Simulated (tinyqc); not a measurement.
Hubbard ring of 4 sites, step by step. One step of it, computed by the program tinyqc.

Task: Mean-field iteration 1. H(up) = T + U n(down), H(down) = T + U n(up); fill the lowest levels; n(new) = n + mixing (n(out) - n); E = tr T (rho up + rho down) + U sum n_up n_down of the output.

one-body matrix (hopping and site energies) (eV):
```
,1,2,3,4
1,0.450000,-1.270000,0.000000,-1.270000
2,-1.270000,0.170000,-1.270000,0.000000
3,0.000000,-1.270000,0.330000,-1.270000
4,-1.270000,0.000000,-1.270000,-0.130000
```

U = 4.600000 eV

electrons, up and down: 2  2

mixing = 1

n(up) at the start (a guess, not normalised): 1 0.550000, 2 0.450000, 3 0.550000, 4 0.450000

n(down) at the start (a guess): 1 0.450000, 2 0.550000, 3 0.450000, 4 0.550000

Give: levels, up; levels, down; energy; n(up) after iteration 1; n(down) after iteration 1.

Result:

levels, up (eV): -0.0404  2.4599  2.5498  5.0507

levels, down (eV): -0.0752  2.0929  2.9196  5.0828

energy = -1.0033 eV

n(up) after iteration 1: 1 0.7390, 2 0.2180, 3 0.7663, 4 0.2767

n(down) after iteration 1: 1 0.2019, 2 0.7684, 3 0.2191, 4 0.8107
